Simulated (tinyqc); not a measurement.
Sublattice potential against complex hopping: Haldane model. Computed by the program tinyqc. 

Honeycomb lattice:
```
parameter      value
t1 (eV)     2.380000
t2 (eV)     0.210000
phi (rad)  -2.540000
```

H_AA = delta - 2 t2 sum cos(k.b + phi), H_BB = -delta - 2 t2 sum cos(k.b - phi), H_AB = -t1 (1 + exp(-i k.a1) + exp(-i k.a2)), b = a1, a2 - a1, -a2, m = 3 sqrt3 t2 sin(phi); the sign of the Chern number follows the orientation k1 then k2.

Gaps at the two valleys (eV) and Chern number of the lower band (12 x 12 mesh):
```
delta    gap 2|delta - m|  gap 2|delta + m|  Chern number
-1.1120            0.9889            3.4591             0
-0.8030            0.3709            2.8411             0
-0.3710            0.4931            1.9771             1
0.0000             1.2351            1.2351             1
0.2470             1.7291            0.7411             1
0.4630             2.1611            0.3091             1
0.7720             2.7791            0.3089             0
1.2350             3.7051            1.2349             0
```

Here |m| = 0.6176 eV. For |delta| < |m| the two valleys have masses of opposite sign and the Chern number is +/-1; one gap closes at |delta| = |m|, and beyond it the band is trivial.
